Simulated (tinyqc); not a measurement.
Inversion-layer mobility, back-scattering and ballistic limit of a field-effect transistor. Changing the gate overdrive V_G - V_T. Computed by tinyqc, a small Python program. Command: `OMP_NUM_THREADS=1 python tinyqc.py 3017956 3017957 out.jsonl mos sweep`. One thread of a shared host (Intel(R) Xeon(R) Processor @ 2.30GHz), about 0.02 s of CPU time with the checks.

The charge at the top of the source barrier is fixed by the gate; series resistance and short-channel effects are left out. F_j are Fermi integrals normalised to exp(eta) in the classical limit.

Inputs (values chosen for the exercise, modelled on a 4H-SiC n-channel):

| quantity | value | unit |
|---|---|---|
| transport mass m | 0.3 | m_0 |
| valley degeneracy g_v | 3 | - |
| weight w of the inversion charge | 0.5 | - |
| permittivity eps | 9.7 | - |
| phonon mobility at 1 MV/cm and 300 K, mu_ph | 94 | cm^2/(V s) |
| roughness mobility at 1 MV/cm, mu_sr | 64 | cm^2/(V s) |
| Coulomb mobility at N_inv = 1e12/cm^2, mu_C | 35 | cm^2/(V s) |
| electrical oxide thickness t_inv | 1.4 | nm |
| depletion charge N_dep | 1.6e+12 | 1/cm^2 |
| drain voltage V_D | 1.1 | V |
| channel length L | 18 | nm |
| exponent a of the critical length | 0.8 | - |
| temperature T | 300 | K |

Statistics at the top of the barrier: Fermi-Dirac.

Constants: eps_0 = 8.8541878128e-12 F/m; e = 1.602176634e-19 C; m_0 = 9.1093837015e-31 kg; k_B = 1.380649e-23 J/K; hbar = 1.054571817e-34 J s; k_B = 8.617333262e-05 eV/K.

Method:
- N_inv = 3.9 eps_0 (V_G - V_T)/(e t_inv); effective field E_eff = e (N_dep + w N_inv)/(eps eps_0).
- mu_phonon = mu_ph (E_eff/1 MV/cm)^(-0.3) (T/300 K)^(-1.75); mu_rough = mu_sr (E_eff/1 MV/cm)^(-2); mu_Coulomb = mu_C (N_inv/1e12 cm^-2) (T/300 K); Matthiessen's rule adds 1/mu.
- F_j(eta) = (1/Gamma(j + 1)) int_0^infinity x^j/(1 + exp(x - eta)) dx, F_0 = ln(1 + exp(eta)). Integrals over x = E/(k_B T) use 160 Gauss-Legendre points in u = sqrt(x) from 0 to sqrt(max(eta, 0) + 32).
- Ballistic channel: N_2D = g_v m k_B T/(pi hbar^2), U = e V_D/(k_B T); eta_F solves N_inv = (N_2D/2)[F_0(eta_F) + F_0(eta_F - U)]; v_T = sqrt(2 k_B T/(pi m)); I/W = e (N_2D/2) v_T [F_1/2(eta_F) - F_1/2(eta_F - U)]; injection velocity v_T F_1/2(eta_F)/F_0(eta_F).
- Mean free path lambda = (2 k_B T/e)(mu/v_T) F_0(eta_0)/F_-1/2(eta_0), with eta_0 from N_inv = N_2D F_0(eta_0); critical length l = L (1 + U)^(-a), an empirical rule; back-scattering r = l/(l + lambda). Then eta solves N_inv = (N_2D/2)[(1 + r) F_0(eta) + (1 - r) F_0(eta - U)] and I/W = e (N_2D/2) v_T (1 - r)[F_1/2(eta) - F_1/2(eta - U)].
- Ballistic ratio: I over the ballistic current. Apparent mobility 1/(1/mu + 1/mu_B), mu_B = mu L/lambda.

One run for each value:

| gate overdrive V_G - V_T (V) | current I/W (microampere/micrometre) | ballistic current I/W (microampere/micrometre) | effective mobility mu (cm^2/(V s)) | injection velocity (1e7 cm/s) | ballistic ratio |
|---|---|---|---|---|---|
| 0.10 | 127.4 | 253.7 | 33.400 | 1.0284 | 0.50241 |
| 0.24 | 366.8 | 647.9 | 42.528 | 1.0944 | 0.56612 |
| 0.38 | 592.4 | 1088.9 | 38.272 | 1.1618 | 0.54401 |
| 0.51 | 779.0 | 1541.0 | 32.282 | 1.2251 | 0.50548 |
| 0.65 | 953.2 | 2074.0 | 26.392 | 1.2936 | 0.45962 |
| 0.79 | 1101.3 | 2654.2 | 21.608 | 1.3621 | 0.41495 |
| 0.92 | 1218.1 | 3234.6 | 18.085 | 1.4254 | 0.37660 |
| 1.10 | 1352.3 | 4102.6 | 14.358 | 1.5121 | 0.32961 |
| 1.20 | 1415.3 | 4616.2 | 12.732 | 1.5596 | 0.30659 |

Over the rows, current I/W (microampere/micrometre) rises from 127 to 1420 (exponent d ln y / d ln x 1.2 between the first rows and 0.52 between the last); ballistic current I/W (microampere/micrometre) rises from 254 to 4620 (exponent d ln y / d ln x 1.1 between the first rows and 1.4 between the last); effective mobility mu (cm^2/(V s)) goes from 33.4 through a maximum among these rows, 42.5 at 0.240, to 12.7.

Caution (all rows): the current exceeds the long-channel drift law, so the empirical rule for l, meant for short channels, is too generous here.

Extremes, crossings and ranges named in words are read from the listed rows.
